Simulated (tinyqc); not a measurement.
Length of a polyene: Hueckel, PPP and singles CI along the polyenes. Computed by the program tinyqc. 

All-trans chains of carbon centres 1.40 angstrom apart:
```
parameter                               value
beta (eV), times 1 +/- alternation  -2.530000
alternation                                 0
W (eV)                              11.160000
gamma_rr (eV)                        9.580000
repulsion formula                          MN
```

Hueckel uses the same beta without repulsion; CIS keeps all single excitations and so misses the low, doubly excited 2Ag state. W is the valence ionisation energy of a centre, MN the Mataga-Nishimoto formula, f the oscillator strength.

Gaps and excitations (eV):
```
centres  Hueckel gap  PPP orbital gap  bright singlet (CIS)      f  lowest triplet (CIS)
2              5.060           10.020                 7.370  0.632                 2.750
4              3.127            7.490                 5.149  1.124                 1.625
6              2.252            6.205                 4.063  1.628                 1.107
8              1.757            5.417                 3.411  2.123                 0.817
10             1.440            4.880                 2.970  2.600                 0.634
```

The Hueckel gap tends to 4 x alternation x |beta| = 0.00 eV for long chains (zero without alternation, falling as 1/N). Exchange opens the PPP orbital gap, and the attraction of electron and hole brings the bright state 1.91 eV below it at 10 centres; the triplet lies 2.34 eV lower still.
